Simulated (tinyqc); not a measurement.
Inside a calculation. Model: gated two-dimensional channel with two bands, quantum capacitance.

Computed by the program tinyqc: `OMP_NUM_THREADS=1 python tinyqc.py 2200116 2200117 out.jsonl`, one thread of a shared Intel Xeon 2.30GHz, about 0.01 s for the whole run. Printed values are rounded.

phi is the Fermi level above the lowest band edge, in volts; Vg is counted from the gate voltage at which an empty channel would have phi = 0. The channel has no thickness; trap charge is -q Dit phi.

Parameters, values chosen for the exercise; lowest band close to that of monolayer WS2:
- T = 150 K (temperature)
- eox = 8.77 (relative permittivity of the gate insulator (close to aluminium oxide))
- tox = 6.1 nm (insulator thickness)
- md = 0.33 m0 (in-plane mass)
- gv = 2 (valley degeneracy)
- m2 = 0.46 m0 (in-plane mass of a second band, chosen freely)
- g2 = 2 (valley degeneracy of that band, chosen freely)
- E2 = 0.32 eV (second band edge above the first)
- Dit = 0 cm^-2 eV^-1 (density of traps)
- Vg = 0.82 V (gate voltage)

Constants: q = 1.602176634e-19 C, kB = 1.380649e-23 J/K, hbar = 1.054571817e-34 J s, m0 = 9.1093837015e-31 kg, Vt = kB T/q, eps0 = 8.8541878128e-14 F/cm where lengths are in cm. Results are converted to the units shown.

## Gate capacitance

Cox = eps0 eox/tox.

Cox = 1.272971 uF/cm^2

## Starting value

phi = Vg.

phi at the start = 0.82 V

## Iteration 1: new phi

D1 = gv md m0 q/(pi hbar^2), D2 = g2 m2 m0 q/(pi hbar^2) per eV; n1 = D1 Vt ln(1 + exp(phi/Vt)), n2 = D2 Vt ln(1 + exp((phi - E2)/Vt)), n = n1 + n2; Cq = q dn/dphi = q [D1/(1 + exp(-phi/Vt)) + D2/(1 + exp((E2 - phi)/Vt))]. Newton: f = phi + q (n + Dit phi)/Cox - Vg, phi(new) = phi - f/(1 + (Cq + q Dit)/Cox).

n1 = 2.260763e14 cm^-2
n2 = 1.921565e14 cm^-2
Cq = 105.7462 uF/cm^2
f = 52.63928 V
phi after iteration 1 = 0.1938665 V

## Iteration 2: new phi

As before.

n1 = 5.344953e13 cm^-2
n2 = 2.872351e8 cm^-2
Cq = 44.17600 uF/cm^2
f = 6.101125 V
phi after iteration 2 = 0.02298132 V

## Course of the iteration

Stop when the step is below 1e-10 V, or after 40 iterations.

Course of the iteration:
```
iteration	phi before the step (V)	step (V)
1	0.82	-0.626
2	0.1938665	-0.171
3	0.02298132	-2.30e-3
4	0.02068454	-3.06e-5
5	0.02065398	-5.87e-9
6	0.02065397	< 1e-13
```

Converged in 6 iterations.

## Charge and capacitances at the solution

converged phi = 0.02065397 V

D1 = gv md m0 q/(pi hbar^2), D2 = g2 m2 m0 q/(pi hbar^2) per eV; n1 = D1 Vt ln(1 + exp(phi/Vt)), n2 = D2 Vt ln(1 + exp((phi - E2)/Vt)), n = n1 + n2; Cq = q dn/dphi = q [D1/(1 + exp(-phi/Vt)) + D2/(1 + exp((E2 - phi)/Vt))]. 1/C_G = 1/Cox + 1/(Cq + q Dit); dphi/dVg = Cox/(Cox + Cq + q Dit).

n = 6.351012e12 cm^-2
Cq = 36.73909 uF/cm^2
C_G = 1.230341 uF/cm^2
dphi/dVg = 0.03348861

Cq is 28.9 times Cox, so C_G is 96.7 % of Cox; 2.52 % of the gate voltage has gone into phi.
